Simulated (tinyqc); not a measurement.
# Electron-beam lithography: double-Gaussian proximity function, edge placement and dose correction for parallel lines, step by step

A worked calculation. Computed by tinyqc, a small Python program that keeps every step. Command: `OMP_NUM_THREADS=1 python tinyqc.py 3111336 3111337 out.jsonl proximity walk`. One thread of a shared host (Intel(R) Xeon(R) Processor @ 2.30GHz), about 0.01 s of CPU time with the checks. Intermediate numbers are printed to about 5 digits and carried at full precision; extremes and crossings named in words are read from the listed rows.

Lines are infinitely long. Absorbed energy is counted so that the middle of a very large area written at dose 1 receives 1; the resist develops where it exceeds 1/2.

Inputs (values chosen for the exercise, of the order of those for 20 keV electrons in resist on silicon):
```
quantity,value,unit
forward range alpha,0.011,micrometre
backscatter range beta,2.3,micrometre
backscatter ratio eta,0.82,-
base dose D0,96,microcoulomb/cm^2
beam current,2.4,nA
pixel size,4,nm
width of the test line,0.089,micrometre
pattern density around the test line,0.22,-
```

line widths (micrometre): [0.039, 0.049, 3.2, 0.073]

gaps between the lines (micrometre): [1.4, 0.15, 0.17]

Constants: e = 1.602176634e-19 C.

## Layout

The first line starts at x = 0; each next one starts after the width and the gap.

Lines (micrometre):
```
line,left edge,right edge,centre
1,0.000,0.039,0.0195
2,1.439,1.488,1.4635
3,1.638,4.838,3.2380
4,5.008,5.081,5.0445
```

## Interaction matrix

f(r) = [exp(-r^2/alpha^2)/alpha^2 + eta exp(-r^2/beta^2)/beta^2]/(pi (1 + eta)). A line from a to b at dose d gives E(x) = d [S(alpha) + eta S(beta)]/(1 + eta), S(s) = [erf((b - x)/s) - erf((a - x)/s)]/2. M_ij is the mean of E at the two edges of line i from line j at dose 1.

M:
```
,1,2,3,4
1,0.27903,0.00365,0.07133,0.00007
2,0.00291,0.28014,0.19746,0.00072
3,0.00134,0.00301,0.48894,0.00445
4,0.00004,0.00048,0.19435,0.28279
```

## Dose correction

Uncorrected edge energies are M 1. Solve M d = 1/2 for the doses d that put the mean edge energy of every line at the threshold.

edge energies at dose 1: 1 0.35408, 2 0.48122, 3 0.49773, 4 0.47766

corrected doses: 1 1.5216, 2 1.0599, 3 1.0021, 4 1.0774

largest over smallest dose = 1.5183

Line 1 needs the most and line 3 the least; a narrow isolated line much wider than alpha would need 1 + eta = 1.82.

## Printed widths

Edges are the roots of E(x) = 1/2 between a line centre and the middle of the next gap. Three cases: dose 1 everywhere; one common dose equal to the mean of d; the corrected doses.

Width error, printed less drawn (nm):
```
line,drawn width (nm),dose 1,mean dose,corrected
1,39,-11.269,-5.4317,9.90e-05
2,49,-1.334,3.7362,5.05e-04
3,3200,-0.160,4.9365,2.00e-06
4,73,-1.588,3.4768,7.65e-04
```

With the common mean dose the errors span 10.4 nm. With corrected doses the largest error is below 0.01 nm.

## Dose to size and latitude

A test line of width w << beta in surroundings of density rho, all at dose d: near its edge E(x) = d [S + eta rho]/(1 + eta), S = [erf((b - x)/alpha) - erf((a - x)/alpha)]/2 for edges a and b, the second term being the background energy. Dose to size d_s = (1 + eta)/(erf(w/alpha) + 2 eta rho), dose = d_s D0; edge slope d [1 - exp(-w^2/alpha^2)]/(sqrt(pi) alpha (1 + eta)); width change per 1 % of dose = 2 x 0.01 x (1/2)/slope.

dose to size d_s = 1.3374

dose = 128.40 microcoulomb/cm^2

edge slope = 0.037691 1/nm

width change per 1 % of dose = 0.26532 nm

background energy = 0.13257

The background supplies 27 % of the threshold.

## Shot noise and writing time

With dose = d_s D0: electrons per pixel N = dose x pixel area/e; relative noise 1/sqrt(N); time per cm^2 of pattern area = dose x density/current; pixel rate = current/(dose x pixel area).

electrons per pixel = 128.22

shot noise = 8.8312 %

writing time per cm^2 = 3.2693 h

pixel rate = 116.83 MHz

Checks made by the program: corrected edge energies (relative difference below 1e-10).
